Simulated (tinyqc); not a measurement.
sp3s* tight binding, step by step. Values are carried at full precision from step to step, so a last printed digit may differ when a step is redone from the rounded ones.

sp3s* tight binding, nearest neighbours only: anion (a) at 0, cation (c) at a/4 (1,1,1), orbitals s, px, py, pz, s* on each; k in units of 2 pi/a. With phases e_j = exp(i (pi/2) k.n_j) for n = (1,1,1), (1,-1,-1), (-1,1,-1), (-1,-1,1): g0 = (e1+e2+e3+e4)/4, g1 = (e1+e2-e3-e4)/4, g2 = (e1-e2+e3-e4)/4, g3 = (e1-e2-e3+e4)/4. The diagonal holds the levels Esa, Epa, Exa (s*) and Esc, Epc, Exc. Anion-cation block: <sa|sc> = Vss g0; <sa|xc> = Vsapc g1; <xa|sc> = -Vscpa g1; <xa|xc> = Vxx g0; <xa|yc> = <ya|xc> = Vxy g3, <xa|zc> = <za|xc> = Vxy g2, <ya|zc> = <za|yc> = Vxy g1; <s*a|xc> = Vxapc g1; <xa|s*c> = -Vpaxc g1; y and z take g2 and g3 in place of g1; s-s* and s*-s* vanish.

Constants: hbar^2/2m0 = 3.80998211 eV angstrom^2.

Inputs chosen for the exercise (near a published set for GaP, fitted to gaps, whose masses and valley positions are rough; shifted at random, so the results belong to these values and not to a real crystal):
- k = (0.18, 0, 0) 2 pi/a (wave vector)
- Esa = -7.993 eV (s level of the anion)
- Epa = 1.124 eV (p level of the anion)
- Esc = -2.225 eV (s level of the cation)
- Epc = 4.145 eV (p level of the cation)
- Exa = 8.488 eV (s* level of the anion)
- Exc = 7.131 eV (s* level of the cation)
- Vss = -7.582 eV (s-s)
- Vxx = 2.147 eV (px-px)
- Vxy = 5.076 eV (px-py)
- Vsapc = 4.312 eV (s anion, p cation)
- Vscpa = 6.261 eV (s cation, p anion)
- Vxapc = 4.605 eV (s* anion, p cation)
- Vpaxc = 5.02 eV (p anion, s* cation)
- a = 5.449 angstrom (lattice constant)

## Phase sums

Form g0 to g3 at this k.

g0, g1, g2, g3: 0.96029  0.27899i  0.00000  0.00000

## The Hamiltonian without spin-orbit coupling

Fill in the 10 x 10 matrix.

H(k) (eV), lower triangle (Hermitian):
```
           sa       xa        ya        za       s*a       sc      xc      yc      zc     s*c
sa    -7.9930
xa          0   1.1240
ya          0        0    1.1240
za          0        0         0    1.1240
s*a         0        0         0         0    8.4880
sc    -7.2809  1.7468i         0         0         0  -2.2250
xc   -1.2030i   2.0618         0         0  -1.2848i        0  4.1450
yc          0        0    2.0618  -1.4162i         0        0       0  4.1450
zc          0        0  -1.4162i    2.0618         0        0       0       0  4.1450
s*c         0  1.4005i         0         0         0        0       0       0       0  7.1310
```

## Levels at this k

Diagonalise H, which belongs to k = (0.18, 0, 0) (2 pi/a). Four bands are filled (two electrons each); give the make-up of band 5, the lowest empty one.

levels (eV): -13.0521  -0.8497  -0.2875  -0.2875  3.3930  4.7703  5.5565  5.5565  7.5108  8.8977

weights of band 5: s 0.834, p 0.148, s* 0.018

weight of band 5 on atom a = 0.371

The vertical gap at this k is 3.6804 eV; band 5 is mostly s-like.

## Levels at Gamma

At k = 0 only g0 = 1 is left and H falls into 2 x 2 blocks [[E_a, V], [V, E_c]] with roots (E_a + E_c)/2 -/+ sqrt(((E_a - E_c)/2)^2 + V^2); the s* levels stay uncoupled. The direct gap runs from the highest lower root of the p blocks to the lowest upper root.

Blocks at Gamma (eV):
```
block            E_a      E_c        V  lower root  upper root
s (Gamma1)   -7.9930  -2.2250  -7.5820    -13.2210      3.0030
p (Gamma15)   1.1240   4.1450   2.1470      0.0094      5.2596
```

direct gap at Gamma = 2.9936 eV

The lowest empty level at Gamma is s-like.

## Bands near the gap

Diagonalise at L = (1/2,1/2,1/2), X = (1,0,0), W = (1,1/2,0), K = (3/4,3/4,0) and at the fractions named between them; energies from the top of the valence band at Gamma; 4 bands are filled.

Levels (eV):
```
k        level 2  level 3  level 4  level 5  level 6
L         -6.777   -1.290   -1.290    2.457    4.099
L-G 0.5   -3.817   -0.708   -0.708    3.073    4.589
G          0.000    0.000    0.000    2.994    5.250
G-X 0.2   -1.025   -0.360   -0.360    3.439    4.670
G-X 0.4   -2.924   -1.143   -1.143    3.647    3.757
G-X 0.6   -4.896   -1.929   -1.929    2.934    3.463
G-X 0.7   -5.824   -2.242   -2.242    2.681    3.264
G-X 0.8   -6.677   -2.477   -2.477    2.520    3.070
G-X 0.9   -7.390   -2.622   -2.622    2.441    2.925
X         -7.724   -2.671   -2.671    2.420    2.869
W         -7.724   -2.671   -2.671    2.420    2.869
K         -7.549   -2.884   -2.261    2.431    2.960
K-G 0.5   -4.518   -1.782   -0.779    3.249    3.869
```

On these points the lowest empty level is lowest at X and W, 2.420 eV above the top. The band is nearly flat from X to W in this model, an artefact of nearest-neighbour coupling.

## Valleys and masses

The lowest conduction level at Gamma, at its minimum on (x,0,0) for x from 0.5 to 1, and at the point L (L, and X where the search ends there, need not be minima in this model; a zero or negative inverse mass shows it). Inverse masses m0/m = (E(+h) + E(-h) - 2 E)/(2 c q^2) with c = hbar^2/2m0, q = h 2 pi/a, h = 0.002; longitudinal along the valley axis ([100] at Gamma and Delta, [111] at L), transverse along [010] or [1-10]. A dash: the next level lies within 0.15 eV, so a single mass has no use there.

Valleys:
```
valley  x (2 pi/a)  E - Ev (eV)  m0/m_l  m0/m_t
Gamma       0.0000       2.9936    3.56    3.56
Delta       1.0000       2.4197    0.39    0.00
L           0.5000       2.4567    0.74    0.72
```

Of these three the lowest is the Delta line, which makes the gap indirect, 2.4197 eV. At Delta m0/m_t is 0.00. This nearest-neighbour model is fitted to gaps: it places the Delta minimum and the masses at Delta and L only roughly (transverse masses can be several times too heavy), and since its bands are flat from X to W the transverse mass grows too heavy towards X; d orbitals or second neighbours cure this.

## Checks

- Direct gap at Gamma from the blocks against the full matrix: both 2.99359.

(tinyqc, `OMP_NUM_THREADS=1 python tinyqc.py 1481755 1481756 out.jsonl`, Intel(R) Xeon(R) Processor @ 2.30GHz, 1 thread, shared host, about 0.1 s.)
